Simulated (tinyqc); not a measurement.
Tail length against growth temperature: equilibrium and kinetic segregation of a solute to boundaries and growing surfaces. Computed by tinyqc, a small Python program. Command: `OMP_NUM_THREADS=1 python tinyqc.py 3004659 3004660 out.jsonl segreg walk`. One thread of a shared host (Intel(R) Xeon(R) Processor @ 2.30GHz), about 0.01 s of CPU time with the checks.

Inputs (values chosen for the exercise, modelled on arsenic in polycrystalline silicon): exchange barrier E_b = 1.95 eV; surface segregation energy E_s = 0.22 eV; growth rate = 1.5 monolayers/s.

Constants: k_B = 8.617333262e-05 eV/K.

Method. Two-state exchange during growth, dilute: jump up r_u = nu exp(-E_b/(k_B T_g)), jump back r_d = r_u exp(-E_s/(k_B T_g)), nu = 1e13 1/s. In the time 1/R of one monolayer the share carried up is p = [r_u/(r_u + r_d)] [1 - exp(-(r_u + r_d)/R)]; the tail decays as p^n, length -1/ln p monolayers; the equilibrium limit has p = r_u/(r_u + r_d).

Exchange model:
```
T_g (K)       r_u/R        p  length (monolayers)  equilibrium limit
659      8.1482e-03  0.00811                0.208             48.635
705      7.6577e-02  0.07364                0.383             37.883
743      3.9540e-01  0.32465                0.889             31.562
782      1.8059e+00  0.81547                4.902             26.669
812      5.2601e+00  0.95471               21.574             23.695
843      1.4657e+01  0.95384               21.161             21.161
889      5.8786e+01  0.94643               18.163             18.163
958      3.6769e+02  0.93492               14.861             14.861
1073     4.6232e+03  0.91524               11.290             11.290
```

What follows from these numbers?

The length peaks among these rows at 812 K with 21.6 monolayers. Below, exchange freezes (r_u/R = 0.0081 in the first row); above, the length follows the equilibrium limit, about exp(E_s/(k_B T)), down to 11.3.

Extremes, crossings and ranges named in words are read from the listed rows.
